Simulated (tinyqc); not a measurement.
# Peak shift with the field

The DLTS signal is S = C(t2) - C(t1), the change of the capacitance transient between two sampling times. Emission rate en = sn vth(T) Nc(T) exp(-Et/kB T) = sn g T^2 exp(-Et/kB T), g = vth Nc/(300 K)^2, as vth goes as T^0.5 and Nc as T^1.5 (degeneracy factor 1). For an exponential transient S peaks where en = ew = ln(t2/t1)/(t2 - t1). A Coulomb centre of charge +q (when empty) in the field F lowers its barrier by dE = sqrt(q F/(pi eps0 eps_r)) along the field. One-dimensional rate: en exp(b), b = dE/kB T; three-dimensional (Hartke): en {[1 + (b - 1) exp(b)]/b^2 + 1/2}. The peak temperatures solve rate = ew.

Inputs (values chosen for the exercise); material values close to those of germanium:
```
symbol    value   unit                                      meaning
eps_r      15.9                               relative permittivity
Nc      1.05e19  cm^-3   conduction-band density of states at 300 K
vth       3.3e7   cm/s                    thermal velocity at 300 K
Et         0.26     eV  depth of the trap below the conduction edge
sn      1.6e-15   cm^2                        capture cross-section
t1          0.5     ms                          first sampling time
t2            1     ms                         second sampling time
```

Constants: q = 1.602176634e-19 C, kB = 1.380649e-23 J/K, eps0 = 8.8541878128e-14 F/cm where lengths are in cm. Results are converted to the units shown.

Peak shift with the field:
```
F (kV/cm)  dE (meV)  T peak, one-dimensional (K)  T peak, three-dimensional (K)
1.9           8.296                        157.7                          160.6
4.4           12.63                        155.3                          159.5
10            19.03                        151.6                          157.7
23            28.86                        146.0                          154.4
54            44.23                        137.3                          148.2
120           65.93                        124.8                          137.7
280           100.7                        104.5                          118.8
```

dE grows as the square root of F, from 8.30 to 101 meV. The peak, at 162.4 K without field, moves down by 57.9 K (one-dimensional) or 43.6 K (three-dimensional) in the last row. A centre that is neutral when empty has no such long-range lowering, so the shift tells the charge state.

Computed by the program tinyqc: `OMP_NUM_THREADS=1 python tinyqc.py 2050013 2050014 out.jsonl`, one thread of a shared Intel Xeon 2.30GHz, about 0.01 s for the whole run.
